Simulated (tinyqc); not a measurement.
Minority carriers and saturation current of a heavily doped emitter: two steps of the calculation.

n-type, parabolic bands, full ionisation. eta = (EF - Ec)/kB T solves N = Nc F12(eta), F12(x) = (2/sqrt(pi)) int_0^infinity sqrt(u)/(1 + exp(u - x)) du. The gap shrinks rigidly by dEg = a3 y^(1/3) + a4 y^(1/4) + a2 y^(1/2), y = N/1e18 cm^-3, an empirical law that is here taken as the true narrowing.

Inputs (values chosen for the exercise); band and dielectric values close to those of silicon: temperature T = 350 K; conduction-band density of states at 350 K Nc = 3.5e19 cm^-3; ionised donor density N = 6.6e18 cm^-3; minority-hole mobility mup = 180 cm^2/(V s); Auger coefficient Cn = 2.1e-31 cm^6/s; defect lifetime ts = 0.16 us; emitter width W = 140 nm; recombination velocity at the contact S = 14000 cm/s.

Constants: q = 1.602176634e-19 C, kB = 1.380649e-23 J/K, Vt = kB T/q. Results are converted to the units shown.

Task 1. Fermi level. Newton step on ln F12(eta) = ln(N/Nc): eta(new) = eta - ln(Nc F12/N) F12/Fm, Fm(x) = dF12/dx = (1/sqrt(pi)) int_0^infinity u^(-1/2)/(1 + exp(u - x)) du.

eta at the start (Boltzmann value) = -1.6683

Wanted: F12; Fm; eta after iteration 1.

Result 1.

F12 = 0.1771
Fm = 0.1668
eta after iteration 1 = -1.602

Task 2. Saturation current. 1/tau = Cn N^2 + 1/ts, D = mup Vt, L = sqrt(D tau); J0 = (q p0 D/L)(s + tanh(W/L))/(1 + s tanh(W/L)), s = S L/D; the share recombining inside is 1 - 1/[cosh(W/L)(1 + tanh(W/L)/s)].

p0 = 1.5553277e5 cm^-3

Find: tau; L; s; J0; share recombining inside.

Result 2.

tau = 64.945 ns
L = 5937.9 nm
s = 1.5312
J0 = 3.4190e5 fA/cm^2
share recombining inside = 1.5435 %

The emitter is transparent: most holes reach the contact.

Range of the model: Band tails, non-parabolic bands and incomplete ionisation are left out.

Program tinyqc, `OMP_NUM_THREADS=1 python tinyqc.py 2330067 2330068 out.jsonl`; Intel Xeon 2.30GHz, shared host, one thread, about 0.01 s.
